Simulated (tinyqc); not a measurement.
Input admittance of a MOSFET at zero drain bias: distributed channel and distributed gate: one step of the calculation.

Source and drain grounded, strong inversion, w = 2 pi f, Cox = eps0 eox/tox. The channel is an RC line of resistance 1/(mu Cox Vo) per square fed from both ends, so one finger has the intrinsic admittance y = i w Cox L tanh(g)/g per width, g = (1/2) sqrt(i w tau), tau = L^2/(mu Vo). The vertical resistance rv/L is in series with y, the overlaps 2 i w Cov in parallel: y_t = 1/(1/y + rv/L) + 2 i w Cov. The gate strip is a line of Rsh/L per length loaded by y_t, so a finger has Y = y_t Wf tanh(k)/k, k = (Wf/sd) sqrt(y_t Rsh/L); the device has Nf Y.

Task. Input impedance of the device. k and Y as defined; Z = 1/(Nf Y) = R + 1/(i w C); Q = |Im Z|/R; signal at the point farthest from a contact |1/cosh k|.

Values chosen for this exercise; values of the order met in silicon radio-frequency transistors:

| symbol | value | unit | meaning |
|---|---|---|---|
| L | 0.84 | um | channel length |
| Wf | 0.81 | um | finger width |
| Nf | 8 |  | number of fingers |
| Rsh | 6.8 | ohm/square | sheet resistance of the gate |
| sd | 2 |  | number of ends at which a finger is contacted |
| f | 0.41 | GHz | frequency |

y_t = 0.779342+16.368204i uS/um

Find: k; Nf Y; R; C; Q; signal at the far point.

Result.

k = (3.376+3.219i) x 1e-3
Nf Y = 0.0051+0.1061i mS
R = 448.0 ohm
C = 41.27 fF
Q = 21.00
signal at the far point = 1.000

Program tinyqc, `OMP_NUM_THREADS=1 python tinyqc.py 2262020 2262021 out.jsonl`; Intel Xeon 2.30GHz, shared host, one thread, about 0.01 s.
